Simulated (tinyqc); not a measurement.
p-n heterojunction, non-linear Poisson equation by Newton steps, Fermi-Dirac statistics: effect of the acceptor density of material 1.

One dimension, material 1 (p-type) at x < 0 and material 2 (n-type) at x > 0. Band edges: Ec = -psi in material 1 and -psi + dEc in material 2, Ev = Ec - Eg. Flat quasi-Fermi levels: 0 for holes, +V for electrons. n = Nc F((EFn - Ec)/Vt), p = Nv F((Ev - EFp)/Vt), with F(eta) = F_1/2(eta) = (2/sqrt(pi)) int_0^infinity sqrt(u) du/(1 + exp(u - eta)) (Fermi-Dirac statistics); full ionisation, no interface charge, classical densities; the doping types are chosen for the exercise.

Exact first integral: on each side D^2/(2 eps0 er) = G, G = q [Vt (nI_j - nI_b) + Vt (pI_j - pI_b) - C (psi_j - psi_b)], with C = -N1 or +N2, b the neutral end of that side, and nI, pI the densities with F_1/2 replaced by F_3/2(eta) = (4/(3 sqrt(pi))) int_0^infinity u^(3/2) du/(1 + exp(u - eta)). D is continuous, so er1 G1(psi_j) = er2 G2(psi_j) fixes psi_j. Ends from Nv1 F((-psi_L - Eg1)/Vt) = N1 and Nc2 F((V + psi_R - dEc)/Vt) = N2. D is counted positive when psi rises towards material 2. Depletion (Anderson) capacitance C^2 = q eps0 er1 er2 N1 N2/(2 (er1 N1 + er2 N2)(psi_R - psi_L)). -dD/dV is the change of the displacement at the interface with both quasi-Fermi levels flat; it is the terminal capacitance only while neither side holds an inversion layer. n_j and p_j are densities at the interface.

Values chosen for this exercise; band and dielectric values those of a made-up pair: temperature T = 250 K; band gap of material 1 Eg1 = 1.22 eV; relative permittivity of material 1 er1 = 11.5; conduction-band density of states of material 1 Nc1 = 3.7e17 cm^-3; valence-band density of states of material 1 Nv1 = 6.41e18 cm^-3; band gap of material 2 Eg2 = 0.69 eV; relative permittivity of material 2 er2 = 15.2; conduction-band density of states of material 2 Nc2 = 7.91e18 cm^-3; valence-band density of states of material 2 Nv2 = 4.94e18 cm^-3; conduction-band offset Ec2 - Ec1 dEc = -0.29 eV; donor density of material 2 N2 = 3e18 cm^-3; bias of side 1 against side 2 V = 0 V.

Constants: q = 1.602176634e-19 C, kB = 1.380649e-23 J/K, Vt = kB T/q, eps0 = 8.8541878128e-14 F/cm where lengths are in cm. Results are converted to the units shown.

Results:

| N1 (cm^-3) | psi_R - psi_L (V) | psi_j - psi_L (V) | psi_R - psi_j (V) | D/q (cm^-2) | n_j in 1 (cm^-3) | p_j in 2 (cm^-3) | -dD/dV (nF/cm^2) | depletion C (nF/cm^2) |
|---|---|---|---|---|---|---|---|---|
| 9.5e16 | 0.8214 | 0.7845 | 0.03687 | 9.598e11 | 4.128e10 | 7.768e5 | 97.85 | 95.99 |
| 1.9e17 | 0.8364 | 0.7788 | 0.05757 | 1.352e12 | 1.579e10 | 2.030e6 | 136.0 | 133.0 |
| 3.9e17 | 0.8521 | 0.7571 | 0.09501 | 1.909e12 | 2.778e9 | 1.154e7 | 189.1 | 184.4 |
| 1.6e18 | 0.8840 | 0.6199 | 0.2641 | 3.486e12 | 1.086e6 | 2.952e10 | 333.0 | 324.3 |
| 3.2e18 | 0.9008 | 0.4962 | 0.4046 | 4.385e12 | 1598 | 2.007e13 | 411.2 | 400.4 |
| 6.4e18 | 0.9195 | 0.3586 | 0.5608 | 5.207e12 | 1.130 | 2.830e16 | 477.0 | 466.1 |
| 1.3e19 | 0.9423 | 0.2519 | 0.6904 | 6.068e12 | 0.002762 | 7.068e18 | 328.8 | 512.9 |

Estimate the missing row, N1 = 7.8e17 cm^-3.

Computed row:

| N1 (cm^-3) | psi_R - psi_L (V) | psi_j - psi_L (V) | psi_R - psi_j (V) | D/q (cm^-2) | n_j in 1 (cm^-3) | p_j in 2 (cm^-3) | -dD/dV (nF/cm^2) | depletion C (nF/cm^2) |
|---|---|---|---|---|---|---|---|---|
| 7.8e17 | 0.8675 | 0.7094 | 0.1582 | 2.610e12 | 1.480e8 | 2.166e8 | 254.2 | 247.6 |

With this row back in the table: As N1 goes from 9.5e16 to 1.3e19, the total bending rises from 0.821 to 0.942 V and the sheet charge D/q rises from 9.60e11 to 6.07e12 cm^-2; the share of the bending in material 1 falls from 95.5 to 26.7 %. The capacitance departs most from the depletion formula at N1 = 1.3e19, where it is 36 % below it, and there the holes at the interface in material 2 outnumber its donors: an inversion layer has formed, which screens D from the bias. For N1 = 1.3e19 the carriers at the interface are degenerate and confined to a layer thin enough for quantisation, which is left out.

tinyqc, about 0.2 s, one thread, Intel Xeon 2.30GHz (shared host): `OMP_NUM_THREADS=1 python tinyqc.py 2040134 2040135 out.jsonl`
